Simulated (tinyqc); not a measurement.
Deep-level transient spectroscopy (DLTS) of one majority-carrier trap: one step, computed by the program tinyqc. Command: `OMP_NUM_THREADS=1 python tinyqc.py 3025569 3025570 out.jsonl dlts walk`. One thread of a shared host (Intel(R) Xeon(R) Processor @ 2.30GHz), about 0.04 s of CPU time with the checks.

A filling pulse loads the traps in a one-sided junction; under reverse bias they empty at the rate e, and the capacitance relaxes as C(t) = C_0 - dC exp(-e t). The signal is S = [C(t_2) - C(t_1)]/dC.

Question. Peak temperature and width. e = g sigma v N_b exp(-E/k_B T), v = sqrt(3 k_B T/m), N_b = 2 M (2 pi m k_B T/h^2)^(3/2), sigma = sigma_0, E = E_t. S(e) = exp(-e t_1) - exp(-e t_2) peaks at the rate window e_0 = ln(t_2/t_1)/(t_2 - t_1). T_p solves e(T) = e_0 (bisection between 15 and 1500 K); the half-height points solve S = S_max/2 on either side.

Inputs (values chosen for the exercise, with mass and screening modelled on silicon):
```
quantity                    value  unit
density-of-states mass m    0.328   m_0
valleys M                       6     -
trap depth E_t              0.308    eV
cross-section sigma_0     1.6e-14  cm^2
degeneracy ratio g            0.5     -
gate time t_1              0.0003     s
ratio t_2/t_1                  10     -
temperature T                 139     K
```

Carriers: electrons. Extra term: none.

rate window e_0 = 852.8093 1/s

peak height S_max = 0.6968373

Constants: k_B = 8.617333262e-05 eV/K; k_B = 1.380649e-23 J/K; m_0 = 9.1093837015e-31 kg; h = 6.62607015e-34 J s.

Give: peak temperature T_p; lower half-height point; upper half-height point; full width.

Answer.

peak temperature T_p = 168.2 K

lower half-height point = 157.2 K

upper half-height point = 179.0 K

full width = 21.84 K

The width is 13.0 % of T_p, and E_t is 21.3 k_B T_p.
